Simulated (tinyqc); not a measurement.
Density dependence: plasmons of a degenerate electron gas in the random-phase approximation.

Zero temperature, parabolic band: kF = (3 pi^2 n)^(1/3), EF = c kF^2/m, Ep^2 = 8 pi c e2 n/(m eb), qTF^2 = 6 pi e2 n/(eb EF), c = hbar^2/2m0, e2 = e^2/(4 pi eps0), n in 1/angstrom^3 (1e-24 per 1/cm^3).

Lindhard function: eps(q, E)/eb = 1 + (qTF/q)^2 (f1 + i f2) with z = q/(2 kF), u = E/(hbar vF q), hbar vF = 2 c kF/m; f1 = 1/2 + [h(z - u) + h(z + u)]/(8 z), h(x) = (1 - x^2) ln|(x + 1)/(x - 1)|; f2 = pi u/2 for z + u < 1, (pi/(8 z))(1 - (z - u)^2) for |z - u| < 1 < z + u, else 0. Pairs exist for c (q^2 - 2 q kF)/m < E < c (q^2 + 2 q kF)/m.

Constants: hbar^2/2m0 = 3.80998211 eV angstrom^2; e^2/(4 pi eps0) = 14.39964547 eV angstrom; a0 (Bohr radius) = 0.5291772105 angstrom.

Inputs chosen for the exercise (out of a larger set: a free-electron density near that of Al; not measured data):
```
symbol  value     unit    meaning
n       1.82e+23  1/cm^3  electron density
m       1         m0      mass
eb      1                 background dielectric constant
```

n is multiplied by the factor listed.

Results:
```
factor     rs  EF (eV)  Ep (eV)  Ep/EF  qc/kF  alpha = 3 EF/(5 Ep)
0.10    4.457    2.523    5.009  1.986  0.984                0.302
0.20    3.537    4.005    7.084  1.769  0.903                0.339
0.50    2.606    7.377    11.20  1.518  0.805                0.395
1.0     2.069    11.71    15.84  1.353  0.738                0.444
2.0     1.642    18.59    22.40  1.205  0.677                0.498
10      0.960    54.36    50.09  0.922  0.551                0.651
```

Give the missing row, factor = 5.0.

Computed row:
```
factor     rs  EF (eV)  Ep (eV)  Ep/EF  qc/kF  alpha = 3 EF/(5 Ep)
5.0     1.210    34.24    35.42  1.034  0.602                0.580
```

Over two decades Ep grows by 10.0 (n^(1/2)) and EF by 21.5 (n^(2/3)), so Ep/EF falls from 1.986 to 0.922 as sqrt(rs), and qc/kF from 0.984 to 0.551: in a dense gas the plasmon enters the continuum earlier on the scale of kF. alpha is the coefficient in E = Ep + alpha hbar^2 q^2/(m m0). The random-phase values are only rough in the rows with rs above about 2 (up to 4.5 here).

Run: tinyqc, `OMP_NUM_THREADS=1 python tinyqc.py 1650783 1650784 out.jsonl`; Intel(R) Xeon(R) Processor @ 2.30GHz, one thread, shared host; about 0.01 s of CPU time with all checks.
